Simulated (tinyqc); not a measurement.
Regular and subregular solution with a miscibility gap: one step, computed by the program tinyqc. Command: `OMP_NUM_THREADS=1 python tinyqc.py 3012278 3012279 out.jsonl regsol walk`. One thread of a shared host (Intel(R) Xeon(R) Processor @ 2.30GHz), about 0.02 s of CPU time with the checks.

Per mole of mixing sites: G(x) = x (1 - x) [L0 + L1 (1 - 2x)] + R T [x ln x + (1 - x) ln(1 - x)], x the fraction of B.

Task: G, chemical potentials and activities. G' = L0 (1 - 2x) + L1 (1 - 6x + 6x^2) + R T ln[x/(1 - x)]; G'' = -2 L0 - 6 L1 (1 - 2x) + R T/[x (1 - x)]. mu_A = G - x G', mu_B = G + (1 - x) G', activity = exp(mu/(R T)).

Inputs (values chosen for the exercise, modelled on Ga(1-x)In(x)As): asymmetry L1 = 0 kJ/mol; temperature T = 471 K.

L0 = 12.58783 kJ/mol

Constants: R = 8.314462618 J/(mol K).

Give: G, G'' and activities at x = 0.02, 0.1, 0.2, 0.35, 0.5, 0.65, 0.8, 0.9, 0.98.

Result:

G, G'' and activities at x = 0.02, 0.1, 0.2, 0.35, 0.5, 0.65, 0.8, 0.9, 0.98:
```
x     G (kJ/mol)  G'' (kJ/mol)  activity of A  activity of B
0.02     -0.1372         174.6          0.981          0.438
0.10     -0.1402          18.3          0.929          1.351
0.20      0.0544          -0.7          0.910          1.565
0.35      0.3283          -8.0          0.964          1.361
0.50      0.4325          -9.5          1.117          1.117
0.65      0.3283          -8.0          1.361          0.964
0.80      0.0544          -0.7          1.565          0.910
0.90     -0.1402          18.3          1.351          0.929
0.98     -0.1372         174.6          0.438          0.981
```

G'' is negative at 5 of the nine compositions (0.2, 0.35, 0.5, 0.65, 0.8), where the solution is unstable.
